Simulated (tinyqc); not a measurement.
# Hopping conduction between localised states, step by step

A worked calculation. Computed by tinyqc, a small Python program that keeps every step. Command: `OMP_NUM_THREADS=1 python tinyqc.py 3020538 3020539 out.jsonl hop walk`. One thread of a shared host (Intel(R) Xeon(R) Processor @ 2.30GHz), about 0.01 s of CPU time with the checks. Intermediate numbers are printed to about 5 digits and carried at full precision; extremes and crossings named in words are read from the listed rows.

Energies are counted from the Fermi level. A small network shows the mechanism; the laws of an infinite system follow.

Inputs (values chosen for the exercise, for a model impurity band):
```
quantity                                    value          unit
localisation length xi                          2            nm
density of states g_0                     2.9e+20   1/(eV cm^3)
permittivity eps                               12             -
activation energy E_a to extended states    0.026            eV
prefactor of activated conduction              96          S/cm
prefactor of hopping                         0.48          S/cm
conductance scale G_0                           1  microsiemens
temperature T                                  16             K
```

Dimension: 3D.

sites of the small network (nm, nm, meV):
```
       x     y  energy
1      0  3.32   -1.01
2   2.68  0.03   10.85
3   4.76  0.66   -2.47
4   7.02  0.54    0.43
5   9.24  0.11  -10.33
6  12.18  0.68    -2.8
7  13.71  4.74   -3.23
8     16   1.9   -0.35
```

Constants: k_B = 8.617333262e-05 eV/K; e^2/(4 pi eps_0) = 14.39964548 eV angstrom.

## Pair exponents

Miller-Abrahams exponent s_ij = 2 r_ij/xi + (|E_i| + |E_j| + |E_i - E_j|)/(2 k_B T); G_ij = G_0 exp(-s_ij). The diagonal is set to 0 and not used.

s_ij, lower triangle (symmetric):
```
        1       2       3       4       5      6      7      8
1   0.000
2  12.845   0.000
3   7.244  11.834   0.000
4   8.595  12.239   4.367   0.000
5  17.274  21.922  12.006  10.065   0.000
6  14.494  19.422   9.451   7.505  10.487  0.000
7  16.126  22.206  12.179  10.554  13.928  6.681  0.000
8  16.795  21.574  13.100   9.648  14.485  6.041  5.991  0.000
```

## Kirchhoff solution

Site 1 is held at potential 1 and site 8 at 0; Kirchhoff's law sum_j G_ij (u_i - u_j) = 0 fixes the others; G = sum_j G_1j (1 - u_j). G_ij = G_0 exp(-s_ij).

potentials: 1.0000  0.6625  0.5968  0.5775  0.3979  0.0987  0.0376  0.0000

conductance G = 3.6772e-04 microsiemens

-ln(G/G_0) = 7.9082

## Critical path

Critical exponent s_c: the smallest value such that bonds with s_ij <= s_c connect site 1 with site 8.

critical exponent s_c = 7.5046

One such path is 1-3-4-6-8. -ln(G/G_0) = 7.91 against s_c = 7.50: the hardest unavoidable hop sets the conductance.

## The network against temperature

Miller-Abrahams exponent s_ij = 2 r_ij/xi + (|E_i| + |E_j| + |E_i - E_j|)/(2 k_B T); G_ij = G_0 exp(-s_ij). Site 1 is held at potential 1 and site 8 at 0; Kirchhoff's law sum_j G_ij (u_i - u_j) = 0 fixes the others; G = sum_j G_1j (1 - u_j). The last column is the length of the critical bond.

Network:
```
T (K)  -ln(G/G_0)     s_c  critical hop (nm)
4.8        11.386  11.032             7.5504
7.2        10.036  10.340             9.0824
11.0        8.768   8.569             5.1619
16.0        7.908   7.505             5.1619
24.0        7.204   6.724             5.1619
40.0        6.495   6.169             5.4528
80.0        5.751   5.811             5.4528
240.0       5.110   4.817             4.2434
```

-ln(G/G_0) follows s_c within 0.5. The critical hop is 7.55 nm long at the lowest T and 4.24 nm at the highest: on cooling the carrier goes farther to find a site of nearer energy, which is variable-range hopping, though in so small a sample not at every step.

## Variable-range laws

Mott: T_M = 21.2/(k_B g_0 xi^3), exponent (T_M/T)^(1/4), mean hop r = (3/8) xi times the exponent. Efros-Shklovskii: T_ES = 2.8 e^2/(4 pi eps eps_0 k_B xi), exponent (T_ES/T)^(1/2). Coulomb gap width g_0^(1/2) (e^2/(4 pi eps eps_0))^(3/2). The numerical coefficients come from percolation theory and are given.

T_M = 1.0604e+05 K

T_ES = 1949.5 K

Mott exponent = 9.0227

Efros-Shklovskii exponent = 11.038

mean hop by the Mott formula = 6.7671 nm

Coulomb gap = 22.385 meV

The larger exponent, here Efros-Shklovskii, is the one that limits; the two are equal at T = 35.8 K, below which the Coulomb gap rules.

## Total conductivity

sigma = s_1 exp(-E_a/k_B T) + s_2 exp(-larger of the two exponents); reduced activation energy w = d ln(sigma)/d ln(T) by a central difference of +/- 1 %.

activated part = 6.2034e-07 S/cm

hopping part = 7.7154e-06 S/cm

conductivity = 8.3358e-06 S/cm

reduced activation energy w = 6.5130

Hopping carries 93 %. For sigma = s exp(-(T_0/T)^p), w = p (T_0/T)^p, so the slope of ln w against ln T gives -p.

Checks made by the program: current leaving the first site against current entering the last (relative difference below 1e-10).
